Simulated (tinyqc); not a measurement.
# All-pass ring resonator: several studies

A ring of length L = 2 pi Rr coupled to one bus waveguide: round-trip amplitude a = 10^(-al L/20), self-coupling t = sqrt(1 - k2). At detuning d from the resonance the round-trip phase is p = 2 pi d/FSR and the transmission T = (a^2 - 2 a t cos p + t^2)/(1 - 2 a t cos p + a^2 t^2). Lossless coupler, linear absorption only.

Inputs (values chosen for the exercise); values close to those of silicon waveguides:
- lam = 1550 nm (cold resonance wavelength)
- Rr = 10 um (ring radius)
- ng = 4.18 (group index)
- al = 43 dB/cm (propagation loss)
- k2 = 0.02 (power coupling)
- dT = 0.00018 1/K (thermo-optic change of the effective index)
- Rt = 8.7 K/mW (thermal resistance)
- fa = 0.41 (share of the loss that heats the ring)
- Pin = 1.4 mW (input power)

Constants: c = 299792458 m/s. Results are converted to the units shown.

Each table varies one quantity; the others keep the values above.

## Effect of the power coupling

FSR = lam^2/(ng L), finesse F = pi sqrt(a t)/(1 - a t), FWHM = FSR/F, Q = lam/FWHM, Tmin = (a - t)^2/(1 - a t)^2, power build-up k2 a^2/(1 - a t)^2, optical bandwidth c/(lam Q).

The same in every row: a = 0.9694.

Effect of the power coupling:

| k2 | t | Q | Tmin | build-up | bandwidth (GHz) |
|---|---|---|---|---|---|
| 0.0075 | 0.9962 | 1.527e4 | 0.6148 | 6.001 | 12.67 |
| 0.013 | 0.9935 | 1.414e4 | 0.4256 | 8.948 | 13.68 |
| 0.022 | 0.9889 | 1.260e4 | 0.2239 | 12.09 | 15.34 |
| 0.037 | 0.9813 | 1.065e4 | 0.06016 | 14.64 | 18.15 |
| 0.064 | 0.9675 | 8293 | 9.369e-4 | 15.57 | 23.32 |
| 0.11 | 0.9434 | 5954 | 0.09231 | 14.14 | 32.48 |
| 0.19 | 0.9000 | 3898 | 0.2958 | 10.97 | 49.62 |
| 0.32 | 0.8246 | 2372 | 0.5205 | 7.470 | 81.54 |
| 0.54 | 0.6782 | 1260 | 0.7224 | 4.325 | 153.5 |

What does the table show?

As k2 goes from 0.0075 to 0.54, Q falls from 15300 to 1260, Tmin goes from 0.615 through a minimum of 9.37e-4 (at k2 = 0.064 among the rows listed) to 0.722 and the build-up goes from 6.00 through a maximum of 15.6 (at k2 = 0.064 among the rows listed) to 4.32. The ring is overcoupled (t < a) in 5 of the 9 rows; the dip is deepest where t and a cross.

## Effect of the ring radius

Same model as above.

The same in every row: t = 0.9899.

Effect of the ring radius:

| Rr (um) | a | Q | Tmin | build-up | bandwidth (GHz) |
|---|---|---|---|---|---|
| 3.3 | 0.9898 | 8625 | 6.436e-5 | 48.21 | 22.42 |
| 5.4 | 0.9833 | 1.069e4 | 0.06196 | 27.46 | 18.10 |
| 8.7 | 0.9733 | 1.246e4 | 0.2083 | 14.24 | 15.52 |
| 14 | 0.9574 | 1.389e4 | 0.3886 | 6.719 | 13.93 |
| 23 | 0.9310 | 1.499e4 | 0.5662 | 2.820 | 12.90 |
| 37 | 0.8913 | 1.572e4 | 0.7030 | 1.147 | 12.30 |
| 60 | 0.8297 | 1.621e4 | 0.8047 | 0.4317 | 11.93 |

What does the comparison show?

As Rr goes from 3.3 to 60 um, Q rises from 8630 to 16200, Tmin rises from 6.44e-5 to 0.805 and the build-up falls from 48.2 to 0.432. The ring is overcoupled (t < a) in 0 of the 7 rows. Bend loss, which grows for small rings, is left out.

## Line shape, cold and heated

FSR = lam^2/(ng L). The lost power (1 - T) Pin heats the ring by Rt fa (1 - T) Pin and shifts the resonance to longer wavelength by s = (lam dT/ng) times that rise; d = dl - s. The hot columns give T for the smallest and the largest self-consistent shift.

Line shape, cold and heated:

| dl (pm) | T, cold | roots | smallest s (pm) | T there | largest s (pm) | T there  |
|---|---|---|---|---|---|---|
| -180 | 0.9259 | 1 | 20.34 | 0.9390 | 20.34 | 0.9390 |
| -96 | 0.7920 | 1 | 40.15 | 0.8796 | 40.15 | 0.8796 |
| -48 | 0.5487 | 1 | 59.02 | 0.8229 | 59.02 | 0.8229 |
| 0 | 0.2598 | 1 | 83.72 | 0.7488 | 83.72 | 0.7488 |
| 36 | 0.4557 | 1 | 105.5 | 0.6836 | 105.5 | 0.6836 |
| 72 | 0.6966 | 1 | 129.2 | 0.6123 | 129.2 | 0.6123 |
| 110 | 0.8302 | 1 | 155.8 | 0.5325 | 155.8 | 0.5325 |
| 160 | 0.9087 | 1 | 192.0 | 0.4239 | 192.0 | 0.4239 |
| 220 | 0.9487 | 3 | 20.49 | 0.9385 | 234.0 | 0.2980 |
| 300 | 0.9714 | 1 | 10.17 | 0.9695 | 10.17 | 0.9695 |

The cold line has FWHM = 120 pm and its dip at dl = 0; heated, the deepest listed dip lies at dl = 220 pm, and the largest possible shift is 247 pm, 2.1 FWHM. 1 row(s) have three roots: there the ring is bistable.

Numbers from tinyqc (`OMP_NUM_THREADS=1 python tinyqc.py 2650043 2650044 out.jsonl`; about 0.01 s on one thread of a shared Intel Xeon 2.30GHz).
